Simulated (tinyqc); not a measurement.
From results back to parameters: donor-acceptor pair recombination. Three cases, with inputs chosen for the exercise.

Problem. The lines of two shells were computed from hidden eps and ED + EA.

h nu = Eg - ED - EA + q/(eps R), q = e^2/(4 pi eps0); shell j lies at R = a_lat sqrt(j/2) for the same sublattice and a_lat sqrt(j/2 - 5/16) for opposite ones (on the same sublattice shells 14, 30, 46, 56, 62, ... are empty, where 2j has the form 4^a (8b + 7)); rate W = W0 exp(-2R/aD) with the donor radius aD = q/(2 eps ED). Polarisation and overlap terms, which matter for close pairs, are left out.

Constants: e^2/(4 pi eps0) = 14.39964547 eV angstrom.

Find: R; eps; ED + EA.

Method. h nu against 1/R is a line of slope q/eps and intercept Eg - ED - EA.

Case 1.

Values chosen (near those of impurities in GaAs; shifted at random, so the results belong to these values and not to a real crystal): a_lat = 5.653 angstrom (lattice constant); Eg = 1.511 eV (gap); kind = same (sublattices of donor and acceptor); j12 = (1963, 6524) (two shells).

h nu (eV): 1.484154  1.481331

Solution.

R (angstrom): 177.10  322.86

eps = 13.0
ED + EA = 33 meV

Case 2.

Values chosen (near those of impurities in cubic GaN; shifted at random, so the results belong to these values and not to a real crystal): a_lat = 4.5 angstrom (lattice constant); Eg = 3.32 eV (gap); kind = same (sublattices of donor and acceptor); j12 = (256, 299) (two shells).

h nu (eV): 3.186661  3.184505

Solution.

R (angstrom): 50.91  55.02

eps = 9.8
ED + EA = 162 meV

Case 3.

Values chosen (near those of impurities in Si; shifted at random, so the results belong to these values and not to a real crystal): a_lat = 5.431 angstrom (lattice constant); Eg = 1.179 eV (gap); kind = opposite (sublattices of donor and acceptor); j12 = (180, 281) (two shells).

h nu (eV): 1.106745  1.101872

Solution.

R (angstrom): 51.43  64.30

eps = 11.5
ED + EA = 97 meV

Computed by tinyqc, one run a case: `OMP_NUM_THREADS=1 python tinyqc.py N N+1 out.jsonl` with N = 1280881, 1280891, 1280955; one thread of a shared Intel(R) Xeon(R) Processor @ 2.30GHz, about 0.08 s a run at most.
